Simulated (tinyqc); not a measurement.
Dielectric confinement in a thin film (image charges): sweeps and comparisons. A value that a table varies takes the place of the one given here.

A film |z| < t/2 of dielectric constant eps between half-spaces of dielectric constant e2; lam = (eps - e2)/(eps + e2), q = e^2/(4 pi eps0). The self-energy of a band edge is taken with the high-frequency value, e2 = eh, and the field of a fixed ion with the static one, e2 = eo. A charge at z has images lam^|n| at n t + (-1)^n z. Its self-energy is S(z) = (q/2 eps) sum over n >= 1 of lam^n [1/(n t - 2z) + 1/(n t + 2z)] for odd n and 2 lam^n/(n t) for even n; at the centre S(0) = -(q/(eps t)) ln(1 - lam).

Donor at the centre, lam from the static eo, trial function cos(pi z/t) exp(-rho/l): E(l) = c/(m l^2) - (q/eps) times the integral over k of F(k t) (1 + (k l/2)^2)^(-3/2), with F(x) = F0 + 2 lam exp(-x) G/(1 - lam exp(-x)), F0 = 2[(1 - exp(-x/2))/x + x (1 + exp(-x/2))/(x^2 + 4 pi^2)], G = 2 sinh(x/2)[1/x - x/(x^2 + 4 pi^2)]; c = hbar^2/2m0. The binding energy is -E at the minimum, counted from the subband edge with its self-energy.

Constants: e^2/(4 pi eps0) = 14.39964547 eV angstrom; hbar^2/2m0 = 3.80998211 eV angstrom^2; Ry = 13.60569312 eV.

Inputs chosen for the exercise (near those of an InGaAs film between layers of HfO2; not measured data):

| symbol | value | unit | meaning |
|---|---|---|---|
| eps | 13.5 |  | dielectric constant of the film |
| eh | 4 |  | high-frequency dielectric constant outside |
| eo | 22.7 |  | static dielectric constant outside |
| m | 0.044 | m0 | mass in the plane |
| mz | 0.045 | m0 | mass across the film |
| ts | (12, 18, 26, 38, 55, 80, 120) | angstrom | thicknesses |
| t | 46 | angstrom | film thickness |

## Thinning the film

<S> is the mean over (2/t) cos^2(pi z/t); confinement c (pi/t)^2/mz; donor binding with and without images.

Results:

| t (angstrom) | <S> (meV) | confinement (meV) | binding, no images (meV) | binding (meV) | l (angstrom) |
|---|---|---|---|---|---|
| 12 | 80.2 | 5802.9 | 12.2 | 5.0 | 127.4 |
| 18 | 53.5 | 2579.1 | 11.8 | 5.2 | 125.1 |
| 26 | 37.0 | 1236.1 | 11.3 | 5.3 | 123.2 |
| 38 | 25.3 | 578.7 | 10.8 | 5.5 | 122.2 |
| 55 | 17.5 | 276.2 | 10.1 | 5.6 | 122.8 |
| 80 | 12.0 | 130.6 | 9.3 | 5.6 | 125.7 |
| 120 | 8.0 | 58.0 | 8.3 | 5.5 | 132.0 |

Between 120 and 12 angstrom the binding goes from 5.5 to 5.0 meV; quantum confinement alone would take it from 8.3 to 12.2, so the images supply -2.9 and -7.2 meV. |<S>| goes as 1/t and exceeds the confinement energy beyond 868 angstrom. Hard-wall energies above 300 meV (up to t = 38 angstrom) overstate the confinement: walls are finite and valleys non-parabolic.

## Choice of the surrounding dielectric

The same film between different dielectrics; in this table one value e2 serves for both eo and eh.

Results:

| case | lam | <S> (meV) | binding (meV) | l (angstrom) |
|---|---|---|---|---|
| e2 = 1 | 0.862 | 50.4 | 80.2 | 63.3 |
| e2 = 2.5 | 0.688 | 30.5 | 47.5 | 68.9 |
| e2 = 3.9 | 0.552 | 21.4 | 34.4 | 73.6 |
| e2 = 7.5 | 0.286 | 9.3 | 19.4 | 84.4 |
| e2 = 16 | -0.085 | -2.3 | 8.5 | 106.7 |
| e2 = 25 | -0.299 | -7.6 | 4.9 | 127.4 |
| e2 = 80 | -0.711 | -16.1 | 0.9 | 230.8 |

The binding spans a factor 90.5, from 80 meV in vacuum to 0.9 meV for e2 = 80; going from 3.9 to 25 changes it by -29.5 meV and the band edge by -29.0 meV, so the binding responds 1.02 times as much as the edge (for an orbit much smaller than t the binding would change by twice the change of S(0), -49.3 meV; here l/t = 1.60 for e2 = 3.9).

## What each parameter does

<S> is the mean over (2/t) cos^2(pi z/t). Each row changes one parameter from the base and keeps the others.

Results:

| case | lam from eh | <S> (meV) | binding (meV) | l (angstrom) |
|---|---|---|---|---|
| base | 0.543 | 20.9 | 5.5 | 122.3 |
| t = 40 angstrom | 0.543 | 24.1 | 5.5 | 122.2 |
| eps = 12.2 | 0.506 | 21.0 | 6.0 | 115.2 |
| eo = 31.8 | 0.543 | 20.9 | 3.5 | 141.9 |
| eh = 5.2 | 0.444 | 15.9 | 5.5 | 122.3 |
| m = 0.053 m0 | 0.543 | 20.9 | 6.7 | 102.0 |

The largest shifts from the base row, up to three for each result and ties (the steps differ in size, so this ranks the rows, not the parameters). lam from eh: eh -0.099, eps -0.037; unchanged at the printed digits by t, eo and m. <S> (meV): eh -5.1, t +3.1, eps +0.0; unchanged at the printed digits by eo and m. binding (meV): eo -2.0, m +1.2, eps +0.5; unchanged at the printed digits by t and eh. l (angstrom): m -20.3, eo +19.6, eps -7.1; unchanged at the printed digits by eh.

tinyqc: `OMP_NUM_THREADS=1 python tinyqc.py 1280314 1280315 out.jsonl`; about 0.08 s, one thread, shared Intel(R) Xeon(R) Processor @ 2.30GHz.
